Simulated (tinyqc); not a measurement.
Leakage against temperature: trap-assisted generation and recombination current of an abrupt junction. Computed by tinyqc, a small Python program. Command: `OMP_NUM_THREADS=1 python tinyqc.py 3029180 3029181 out.jsonl junctionleak walk`. One thread of a shared host (Intel(R) Xeon(R) Processor @ 2.30GHz), about 0.01 s of CPU time with the checks.

Depletion approximation, flat quasi-Fermi levels across the depleted layer, long neutral regions with minority lifetimes tau_n and tau_p, full ionisation and Boltzmann statistics. Voltages in exponents stand for e V.

Inputs (values chosen for the exercise, for a model semiconductor):

| quantity | value | unit |
|---|---|---|
| gap E_g | 0.725 | eV |
| electron mass m_e | 0.0357 | m_0 |
| valleys M_c | 1 | - |
| hole mass m_h | 0.513 | m_0 |
| dielectric constant eps | 20.1 | - |
| acceptor density N_A | 1.9e+17 | cm^-3 |
| donor density N_D | 8.1e+18 | cm^-3 |
| capture time tau_n | 8e-05 | s |
| capture time tau_p | 6e-07 | s |
| trap level E_t - E_i | -0.017 | eV |
| electron diffusion coefficient D_n | 6.8 | cm^2/s |
| hole diffusion coefficient D_p | 1.2 | cm^2/s |
| reverse bias V_r | 5.3 | V |
| temperature T | 400 | K |
| tunnelling mass m_t | 0.19 | m_0 |

Field enhancement: Hurkx tunnelling factor.

Constants: k_B = 8.617333262e-05 eV/K; m_0 = 9.1093837015e-31 kg; k_B = 1.380649e-23 J/K; h = 6.62607015e-34 J s; e = 1.602176634e-19 C; eps_0 = 8.8541878128e-12 F/m; hbar = 1.054571817e-34 J s.

Method:
- N_c = 2 M_c (2 pi m_e k_B T/h^2)^(3/2) and N_v = 2 (2 pi m_h k_B T/h^2)^(3/2), masses in units of m_0.
- n_i = sqrt(N_c N_v) exp(-E_g/2 k_B T); V_bi = (k_B T/e) ln(N_A N_D/n_i^2); diffusion saturation current J_d0 = e n_i^2 [sqrt(D_n/tau_n)/N_A + sqrt(D_p/tau_p)/N_D].
- W = sqrt(2 eps eps_0 (V_bi - V)(1/N_A + 1/N_D)/e), x_p = W N_D/(N_A + N_D), x_n = W - x_p, peak field F_m = 2 (V_bi - V)/W; reverse bias means V = -V_r.
- Both capture times are divided by 1 + Gamma, Gamma = 2 sqrt(3 pi) (F/F_G) exp((F/F_G)^2), F_G = sqrt(24 m_t (k_B T)^3)/(e hbar) (the low-field Hurkx form), F being the local field, linear in x from 0 at the edges to F_m.
- Potential from the p edge: phi = (V_bi - V) x^2/(x_p W) on the p side and (V_bi - V)[1 - (W - x)^2/(x_n W)] on the n side; p = N_A exp(-phi/k_B T), n = n_i^2 exp(V/k_B T)/p; U = (n p - n_i^2)/[tau_p (n + n_i exp(dE/k_B T)) + tau_n (p + n_i exp(-dE/k_B T))], dE = E_t - E_i, n1 = n_i exp(dE/k_B T), p1 = n_i exp(-dE/k_B T); J_t = e int U dx by the trapezoid rule on 400 intervals on each side.
- The gap, capture times and diffusion coefficients are held fixed. J_g = -J_t at V = -V_r. The last column is -k_B d ln(J_g + J_d0)/d(1/T) from this row and the one above.

peak field F_m = 447637 V/cm

Reverse current:

| T (K) | generation (A/cm^2) | diffusion (A/cm^2) | activation energy (eV) |
|---|---|---|---|
| 320 | 7.4555e-07 | 1.9798e-09 | - |
| 360 | 2.6987e-06 | 5.2333e-08 | 0.32337 |
| 400 | 8.0681e-06 | 7.4303e-07 | 0.36111 |
| 450 | 2.5421e-05 | 1.0950e-05 | 0.43982 |
| 500 | 6.5994e-05 | 9.7422e-05 | 0.58265 |
| 560 | 1.7072e-04 | 8.3038e-04 | 0.72891 |
| 640 | 4.7578e-04 | 8.1066e-03 | 0.82949 |

What follows from these numbers?

The activation energy goes from 0.323 to 0.829 eV. Generation alone gives about E_g/2 + dE if tau_p exp(dE/k_B T) exceeds tau_n exp(-dE/k_B T), else E_g/2 - dE, here 0.380 eV, plus 1.5 k_B T, less where tunnelling helps, and diffusion E_g = 0.725 eV plus 3 k_B T; diffusion takes over by 500 K. Caution: one side is doped near or above its effective density of states, so Boltzmann statistics understate V_bi. Caution: at such a field avalanche multiplication or band-to-band tunnelling, left out here, may dominate the reverse current.

Extremes, crossings and ranges named in words are read from the listed rows.
